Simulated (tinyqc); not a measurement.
ROHF in the 6-31g basis, for H4+, spin multiplicity 2, step by step. One step of it, computed by the program tinyqc.

Question. Iteration 2: Roothaan effective Fock matrix. With projectors Pc = D(beta) S, Po = (D(alpha) - D(beta)) S, Pv = 1 - D(alpha) S, the block xy is Px^T F Py; with Fc = (F(alpha) + F(beta))/2, the blocks are Fc for cc, oo, vv and cv, F(beta) for co and F(alpha) for ov.

F(alpha) (hartree):
```
           1H 1s      1H 2s      2H 1s      2H 2s      3H 1s      3H 2s      4H 1s      4H 2s
1H 1s  -0.403029  -0.733026  -0.611105  -0.649051  -0.015666  -0.170283  -0.027205  -0.154060
1H 2s  -0.733026  -0.683781  -0.625990  -0.666504  -0.170162  -0.300121  -0.162814  -0.292781
2H 1s  -0.611105  -0.625990  -0.364740  -0.705483  -0.007919  -0.143130  -0.044415  -0.181895
2H 2s  -0.649051  -0.666504  -0.705483  -0.687799  -0.141471  -0.282132  -0.193501  -0.315403
3H 1s  -0.015666  -0.170162  -0.007919  -0.141471  -0.513676  -0.789263  -0.650066  -0.685197
3H 2s  -0.170283  -0.300121  -0.143130  -0.282132  -0.789263  -0.733504  -0.667465  -0.704229
4H 1s  -0.027205  -0.162814  -0.044415  -0.193501  -0.650066  -0.667465  -0.441056  -0.754120
4H 2s  -0.154060  -0.292781  -0.181895  -0.315403  -0.685197  -0.704229  -0.754120  -0.726890
```

F(beta) (hartree):
```
           1H 1s      1H 2s      2H 1s      2H 2s      3H 1s      3H 2s      4H 1s      4H 2s
1H 1s  -0.177151  -0.574530  -0.475118  -0.512633  -0.100260  -0.228418  -0.091465  -0.206766
1H 2s  -0.574530  -0.555713  -0.509316  -0.549973  -0.209532  -0.326105  -0.197105  -0.317242
2H 1s  -0.475118  -0.509316  -0.210122  -0.581326  -0.075910  -0.192673  -0.101823  -0.226550
2H 2s  -0.512633  -0.549973  -0.581326  -0.571959  -0.182817  -0.309894  -0.226637  -0.339720
3H 1s  -0.100260  -0.209532  -0.075910  -0.182817  -0.121317  -0.506222  -0.425824  -0.450240
3H 2s  -0.228418  -0.326105  -0.192673  -0.309894  -0.506222  -0.504042  -0.471623  -0.504176
4H 1s  -0.091465  -0.197105  -0.101823  -0.226637  -0.425824  -0.471623  -0.200253  -0.555207
4H 2s  -0.206766  -0.317242  -0.226550  -0.339720  -0.450240  -0.504176  -0.555207  -0.537919
```

D(alpha) after iteration 1:
```
           1H 1s      1H 2s      2H 1s      2H 2s      3H 1s      3H 2s      4H 1s     4H 2s
1H 1s   0.142530   0.116644   0.081985   0.123687  -0.042492  -0.058774   0.006581  0.019035
1H 2s   0.116644   0.096350   0.066781   0.101496  -0.045622  -0.056684  -0.002744  0.006241
2H 1s   0.081985   0.066781   0.047269   0.071050  -0.020622  -0.030784   0.006649  0.014237
2H 2s   0.123687   0.101496   0.071050   0.107419  -0.040201  -0.053637   0.003218  0.013655
3H 1s  -0.042492  -0.045622  -0.020622  -0.040201   0.144838   0.122123   0.097098  0.108090
3H 2s  -0.058774  -0.056684  -0.030784  -0.053637   0.122123   0.107018   0.075683  0.082185
4H 1s   0.006581  -0.002744   0.006649   0.003218   0.097098   0.075683   0.074548  0.086144
4H 2s   0.019035   0.006241   0.014237   0.013655   0.108090   0.082185   0.086144  0.100465
```

D(beta) after iteration 1:
```
          1H 1s     1H 2s     2H 1s     2H 2s     3H 1s     3H 2s     4H 1s     4H 2s
1H 1s  0.077755  0.058025  0.046701  0.065756  0.045160  0.022022  0.054811  0.069209
1H 2s  0.058025  0.043301  0.034851  0.049070  0.033701  0.016434  0.040902  0.051647
2H 1s  0.046701  0.034851  0.028049  0.039494  0.027124  0.013227  0.032920  0.041568
2H 2s  0.065756  0.049070  0.039494  0.055608  0.038191  0.018624  0.046352  0.058528
3H 1s  0.045160  0.033701  0.027124  0.038191  0.026229  0.012790  0.031834  0.040196
3H 2s  0.022022  0.016434  0.013227  0.018624  0.012790  0.006237  0.015524  0.019602
4H 1s  0.054811  0.040902  0.032920  0.046352  0.031834  0.015524  0.038637  0.048786
4H 2s  0.069209  0.051647  0.041568  0.058528  0.040196  0.019602  0.048786  0.061601
```

overlap S:
```
          1H 1s     1H 2s     2H 1s     2H 2s     3H 1s     3H 2s     4H 1s     4H 2s
1H 1s  1.000000  0.658292  0.323730  0.450474  0.010163  0.117503  0.003986  0.080560
1H 2s  0.658292  1.000000  0.450474  0.792364  0.117503  0.346681  0.080560  0.274697
2H 1s  0.323730  0.450474  1.000000  0.658292  0.003986  0.080560  0.010163  0.117503
2H 2s  0.450474  0.792364  0.658292  1.000000  0.080560  0.274697  0.117503  0.346681
3H 1s  0.010163  0.117503  0.003986  0.080560  1.000000  0.658292  0.323730  0.450474
3H 2s  0.117503  0.346681  0.080560  0.274697  0.658292  1.000000  0.450474  0.792364
4H 1s  0.003986  0.080560  0.010163  0.117503  0.323730  0.450474  1.000000  0.658292
4H 2s  0.080560  0.274697  0.117503  0.346681  0.450474  0.792364  0.658292  1.000000
```

Give: effective F.

Answer.

effective F (hartree):
```
         1H 1s    1H 2s    2H 1s    2H 2s    3H 1s    3H 2s    4H 1s    4H 2s
1H 1s  -0.3102  -0.6677  -0.5577  -0.5941  -0.0383  -0.1999  -0.0535  -0.1846
1H 2s  -0.6677  -0.6290  -0.5774  -0.6169  -0.1772  -0.3173  -0.1783  -0.3119
2H 1s  -0.5577  -0.5774  -0.2978  -0.6526  -0.0284  -0.1714  -0.0708  -0.2105
2H 2s  -0.5941  -0.6169  -0.6526  -0.6380  -0.1503  -0.3006  -0.2089  -0.3347
3H 1s  -0.0383  -0.1772  -0.0284  -0.1503  -0.3344  -0.6387  -0.5383  -0.5547
3H 2s  -0.1999  -0.3173  -0.1714  -0.3006  -0.6387  -0.5878  -0.5501  -0.5715
4H 1s  -0.0535  -0.1783  -0.0708  -0.2089  -0.5383  -0.5501  -0.3103  -0.6331
4H 2s  -0.1846  -0.3119  -0.2105  -0.3347  -0.5547  -0.5715  -0.6331  -0.5986
```
